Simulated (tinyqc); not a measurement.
What each parameter does: band offset of a heterojunction with an interface dipole (two-band chains, self-consistent charge).

Sites alternate A, C. Left: A at -G1/2, C at +G1/2, hopping -t1; right: A at D - G2/2, C at D + G2/2, hopping -t2; the bonds across the two interfaces of a ring (C left to A right, C right to A left) have -sqrt(t1 t2). D is the offset of the mid-gaps, so Ev(right) - Ev(left) = D - (G2 - G1)/2 and Ec(right) - Ec(left) = D + (G2 - G1)/2. The closing bond has its sign reversed (antiperiodic ring). Half the levels are filled with two electrons each. The charge moved is q = (electrons on the left) less one a site; the mean over the two interfaces, q/2, is taken as the charge that crosses each, and its dipole opposes the offset: D = D0 - u q/2.

From here on the ring has 24 cells a side.

Parameters, chosen for this exercise (gaps near those of Si and HfO2; the chains and D0 are free models, so the offsets are not those of the real pair; not measured data):
- G1 = 1.16 eV (gap on the left)
- G2 = 5.51 eV (gap on the right)
- t1 = 1.99 eV (hopping on the left)
- t2 = 2.29 eV (hopping on the right)
- D0 = -1.31 eV (mid-gap of the right side above that of the left, without dipole)
- u = 2.1 eV (potential step per electron moved across)

Self-consistent D by bisection, q there, and the two offsets.

One parameter was then changed.

Results before and after:
```
case      D (eV)        q  valence offset (eV)  conduction offset (eV)
base     -1.1308  -0.1707              -3.3058                  1.0442
changed  -1.2969  -0.1991              -3.4719                  0.8781
```

Which of these changes was made? (a) t1 = 2.288 eV; (b) t2 = 2.633 eV; (c) G2 = 6.336 eV; (d) u = 2.415 eV; (e) D0 = -1.506 eV; (f) G1 = 1.334 eV.

Answer: (e) D0 = -1.506 eV. Of the candidates, run in turn, only this one gives the changed row.

All candidates:
```
case             D (eV)        q  valence offset (eV)  conduction offset (eV)
base            -1.1308  -0.1707              -3.3058                  1.0442
G1 = 1.334 eV   -1.1359  -0.1658              -3.2239                  0.9521
G2 = 6.336 eV   -1.1556  -0.1470              -3.7436                  1.4324
t1 = 2.288 eV   -1.1282  -0.1732              -3.3032                  1.0468
t2 = 2.633 eV   -1.1276  -0.1737              -3.3026                  1.0474
D0 = -1.506 eV  -1.2969  -0.1991              -3.4719                  0.8781
u = 2.415 eV    -1.1084  -0.1669              -3.2834                  1.0666
```

tinyqc: `OMP_NUM_THREADS=1 python tinyqc.py 1480564 1480565 out.jsonl`; about 0.4 s, one thread, shared Intel(R) Xeon(R) Processor @ 2.30GHz.
